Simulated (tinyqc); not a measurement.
## Barrier and mass from two temperatures

Question. The saturation current of a Schottky diode is J0 = A* T^2 exp(-q phi/(kB T)) with a fixed barrier and A* = 4 pi q me m0 kB^2/h^3 (times 1e-4 for A/(cm^2 K^2)). Find phi, A* and me.

Constants: q = 1.602176634e-19 C, kB = 1.380649e-23 J/K, h = 6.62607015e-34 J s, m0 = 9.1093837015e-31 kg. Results are converted to the units shown.

J0 at 280 and 400 K (A/cm^2): [2.4745699e-6, 0.018498937]

Answer. The slope of ln(J0/T^2) against q/(kB T) is -phi and the intercept is ln A*.

phi = 0.660 eV
A* = 23.9 A/(cm^2 K^2)
me = 0.199 m0

Computed by the program tinyqc: `OMP_NUM_THREADS=1 python tinyqc.py 2640104 2640105 out.jsonl`, one thread of a shared Intel Xeon 2.30GHz, about 0.01 s for the whole run.
